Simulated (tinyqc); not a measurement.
# Worked calculation: internal photoemission over an interface barrier

Program tinyqc, `OMP_NUM_THREADS=1 python tinyqc.py 2410097 2410098 out.jsonl`; Intel Xeon 2.30GHz, shared host, one thread, about 0.01 s. Printed values are rounded.

Electrons are excited from the valence band of a semiconductor over the barrier Phi(F) = P0 - sqrt(q F/(4 pi eps0 ei)), whose top lies at xm = sqrt(q/(16 pi eps0 ei F)). The yield is Y = A (hv - Phi)^p exp(-xm/l), with A = 1 here.

Inputs (values chosen for the exercise); dielectric values close to those of aluminium oxide:
- P0 = 3.87 eV (barrier at zero field)
- ei = 3.38 (image-force permittivity)
- l = 3 nm (scattering length in the image well)
- F = 2.5 MV/cm (field in the dielectric)

Constants: q = 1.602176634e-19 C, h = 6.62607015e-34 J s, c = 299792458 m/s, eps0 = 8.8541878128e-14 F/cm where lengths are in cm. Results are converted to the units shown.

## Barrier in the field

Lowering P0 - Phi, barrier, position of its top, scattering factor and threshold wavelength.

lowering = 326.3530 meV
Phi = 3.543647 eV
xm = 0.6527059 nm
exp(-xm/l) = 0.8044724
threshold wavelength h c/(q Phi) = 349.8774 nm

## Threshold from a spectrum

hv, point 0 to 5 (eV): [3.69, 3.82, 3.95, 4.08, 4.21, 4.34]
Y, point 0 to 5: [0.002491, 0.01697, 0.05153, 0.1236, 0.2392, 0.409]

The yields were made at this field with a scatter of 2 %. Fit Y^(1/n) on hv by least squares for n = 2 and n = 3; the zero of the line is the threshold.

Y^(1/2), point 0 to 5: [0.04990992, 0.1302690, 0.2270022, 0.3515679, 0.4890808, 0.6395311]
Y^(1/3), point 0 to 5: [0.1355578, 0.2569768, 0.3721232, 0.4981263, 0.6207552, 0.7422914]
threshold for n = 2 = 3.670047 eV
threshold for n = 3 = 3.546580 eV

The right exponent, 3, gives 3.547 eV against Phi = 3.544 eV; the wrong one is off by 126 meV.
